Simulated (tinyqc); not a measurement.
Worked calculation: lattice vibrations of a chain. One step of it, computed by the program tinyqc.

Question. Frequencies. omega^2 are the eigenvalues; wavenumber = 521.4708 sqrt(eigenvalue) 1/cm.

D(q) (eV/(angstrom^2 u)):
```
                     1                    2                    3
1             1.081678  -0.514435+0.017667i  -0.682631+0.250991i
2  -0.514435-0.017667i             1.005780  -0.415487+0.020514i
3  -0.682631-0.250991i  -0.415487-0.020514i             1.273810
```

Give: eigenvalues; wavenumbers; weights |e|^2 of the mass-weighted modes.

Answer.

eigenvalues: 0.0105  1.4262  1.9246

wavenumbers (1/cm): 53.4  622.8  723.4

weights |e|^2 of the mass-weighted modes:
```
        mode 1  mode 2  mode 3
atom 1  0.4002  0.1545  0.4454
atom 2  0.3042  0.6753  0.0205
atom 3  0.2957  0.1702  0.5341
```
